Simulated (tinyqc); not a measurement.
Size of the test strain: deformation potentials from a strained empirical pseudopotential.

Diamond lattice, no spin-orbit coupling. Atomic form factor V(q) = a1 (q^2 - a2)/(a3 exp(a4 q^2) - 1) in rydberg with q in 1/bohr, for the unstrained cell. Under a strain e the reciprocal vectors and k go over into (1 + e)^(-1) G, the atoms sit at +/- tau with tau = (1 + e) a (1,1,1)/8 - zeta a (eyz, ezx, exy)/4, and H(G,G') = c |k + G|^2 delta + (V(q)/det(1 + e)) cos(q.tau), q = G - G', with the term q = 0 left out; c = hbar^2/2m0. The basis is fixed before straining: all G with |k + G|^2 up to 16 (2 pi/a)^2. k is given in units of 2 pi/a of the unstrained cell.

Constants: hbar^2/2m0 = 3.80998211 eV angstrom^2; Ry = 13.60569312 eV; a0 (Bohr radius) = 0.5291772105 angstrom.

Values chosen for the exercise (out of a larger set: a germanium-sized cell with gaps well above those of Ge; not measured data):
- a = 5.666 angstrom (lattice constant)
- A = (0.396, 2.417, 2.038, 0.45) (a1 (Ry bohr^2), a2 (1/bohr^2), a3, a4 (bohr^2))
- kD = 0.82 2 pi/a (position of the Delta minimum)

e = diag(-h/2, -h/2, h). Xu = [E(Delta z) - E(Delta x)]/(1.5 h) at fixed kD, b = [E(Z) - E(X, Y)]/(4.5 h); one-sided from +h alone, central from +h and -h.

Results (eV):
```
h       Xu one-sided  Xu central  b one-sided  b central
0.0010         7.755       7.757       -3.000     -2.997
0.0025         7.750       7.758       -3.005     -2.997
0.0050         7.743       7.758       -3.013     -2.997
0.0100         7.729       7.758       -3.029     -2.997
0.0200         7.702       7.761       -3.061     -2.997
0.0300         7.677       7.766       -3.094     -2.997
```

From h = 0.001 to 0.03 the one-sided Xu drifts by -0.077 eV and the central one by +0.009 eV; for b the drifts are -0.094 and -0.001 eV. The central difference cancels the term of second order in the strain, so its error goes as h^2. At h = 0.02 the linear law errs by 0.7 % for the valley splitting and 2.2 % for the valence splitting.

Run: tinyqc, `OMP_NUM_THREADS=1 python tinyqc.py 1850340 1850341 out.jsonl`; Intel(R) Xeon(R) Processor @ 2.30GHz, one thread, shared host; about 0.2 s of CPU time with all checks.
